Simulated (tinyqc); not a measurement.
Donors with valley-orbit split 1s states, step by step. Values are carried at full precision from step to step, so a last printed digit may differ when a step is redone from the rounded ones.

Each donor binds at most one electron, in any of its states. For a site s, W_s = sum over its states of g exp(E/kT), and the ionised share is 1/(1 + W_s exp(eta)), eta = (EF - Ec)/kT; n = Nc F_1/2(eta); neutrality n + NA = ND x (mean ionised share); holes are neglected. Nc from N = 2 (m kB T/(4 pi c))^(3/2) with c = hbar^2/2m0, in 1/angstrom^3; times 1e24 for 1/cm^3, m = md. F_j(eta) = (1/Gamma(j + 1)) integral_0^infinity x^j dx/(1 + exp(x - eta)), which tends to exp(eta) for eta << 0.

Constants: hbar^2/2m0 = 3.80998211 eV angstrom^2; kB = 8.617333262e-05 eV/K.

Parameters, chosen for this exercise (near those of As in Si; shifted at random, so the results belong to these values and not to a real crystal): md = 1.052 m0 (density-of-states mass of the conduction band); E = (53.9, 33.7, 30.7) meV (binding energies of 1s(A1), 1s(T2), 1s(E)); g = (2, 6, 4) (their degeneracies with spin); T = 300 K; ND = 1.1e+17 1/cm^3 (donors); NA = 0 1/cm^3 (compensating acceptors, all ionised); mu0 = 70 cm^2/(V s) (mobility at heavy doping); mu1 = 1346 cm^2/(V s) (mobility at light doping and 300 K); Nr = 1e+17 1/cm^3 (reference doping); de = 0.72 (doping exponent); ga = 2.3 (temperature exponent).

## Partition sums of the neutral donor

Give each term g exp(E/kT), W_s, and the effective degeneracy W_s exp(-E_ground/kT).

Nc = 2.7077e+19 1/cm^3

terms: 1s(A1) 16.09, 1s(T2) 22.09, 1s(E) 13.12

W_s: donor 51.299

effective degeneracy: donor 6.377

The ground state alone would give 2 and all states together 12; here the excited states hold 69 % of the bound electrons.

## Neutrality

Solve for eta.

eta = -5.668
n = 9.34e+16 1/cm^3

ionised share: donor 0.849

n is 0.849 of ND - NA.

## Mobility and resistivity

Mobility (Caughey-Thomas form): mu = mu0 + (mu1 (T/300)^(-ga) - mu0)/(1 + ((ND + NA)/Nr)^de); rho = 1/(e n mu), e = 1.602176634e-19 C.

Compare with full ionisation, n = ND - NA.

mu = 686.1 cm^2/(V s)
rho = 0.0974 ohm cm
rho at full ionisation = 0.0827 ohm cm

Incomplete ionisation raises rho by a factor 1.18.

## Checks

- n at ND = 1e13 1/cm^3 against the root of n^2 = (Nc/W)(ND - n) (1/cm^3): both 1.000e+13.

Computed by tinyqc, a small Python program: `OMP_NUM_THREADS=1 python tinyqc.py 1682414 1682415 out.jsonl` (the numbers bound the seed that draws the inputs); one thread of a shared host (Intel(R) Xeon(R) Processor @ 2.30GHz), about 0.01 s for the whole set of steps.
